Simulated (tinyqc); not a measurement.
Inside a calculation. Method: CISD on RHF in the sto-3g basis, for H3+, spin multiplicity 1. One step of it, computed by the program tinyqc.

Question. CISD: determinants and Hamiltonian. Slater-Condon rules over spin orbitals, with the nuclear repulsion added and E(HF) subtracted on the diagonal.

one-electron integrals over orbitals h = C^T H C (hartree):
```
           1          2          3
1  -1.617388   0.000060  -0.000009
2   0.000060  -1.054758   0.000000
3  -0.000009   0.000000  -1.054511
```

Two-electron integrals over orbitals (pq|rs), unique and non-zero (hartree):
```
(11|11) 0.562222    (21|11) -0.000060   (21|21) 0.144974    (22|11) 0.548832
(22|21) 0.098539    (22|22) 0.637065    (31|11) 0.000009    (31|22) -0.014778
(31|31) 0.144979    (32|21) -0.014786   (32|22) -0.000010   (32|31) -0.098512
(32|32) 0.078612    (33|11) 0.548904    (33|21) -0.098563   (33|22) 0.479720
(33|31) 0.014782    (33|32) 0.000010    (33|33) 0.637091
```

nuclear repulsion = 1.43945553 hartree

Hartree-Fock energy = -1.23309804 hartree

Give: determinants; H - E(HF) between determinants.

Answer.

Occupation strings over the orbitals (2 doubly, a alpha, b beta, 0 empty; spin orbitals ordered 1a 1b 2a 2b ...): 200 ab0 a0b ba0 b0a 020 0ab 0ba 002

H - E(HF) between determinants (hartree):
```
        200      ab0      a0b      ba0      b0a      020      0ab      0ba
200  0.0000   0.0000   0.0000   0.0000   0.0000   0.1450   0.0000   0.0000
ab0  0.0000   0.5492   0.0000  -0.1450   0.0000   0.0986  -0.0148   0.0148
a0b  0.0000   0.0000   0.5496   0.0000  -0.1450  -0.0148  -0.0985   0.0985
ba0  0.0000  -0.1450   0.0000   0.5492   0.0000  -0.0986   0.0148  -0.0148
b0a  0.0000   0.0000  -0.1450   0.0000   0.5496   0.0148   0.0985  -0.0985
020  0.1450   0.0986  -0.0148  -0.0986   0.0148   1.2001   0.0000   0.0000
0ab  0.0000  -0.0148  -0.0985   0.0148   0.0985   0.0000   1.0430  -0.0786
0ba  0.0000   0.0148   0.0985  -0.0148  -0.0985   0.0000  -0.0786   1.0430
002  0.1450  -0.0985   0.0148   0.0985  -0.0148   0.0786   0.0000   0.0000

         002
200   0.1450
ab0  -0.0985
a0b   0.0148
ba0   0.0985
b0a  -0.0148
020   0.0786
0ab   0.0000
0ba   0.0000
002   1.2006
```
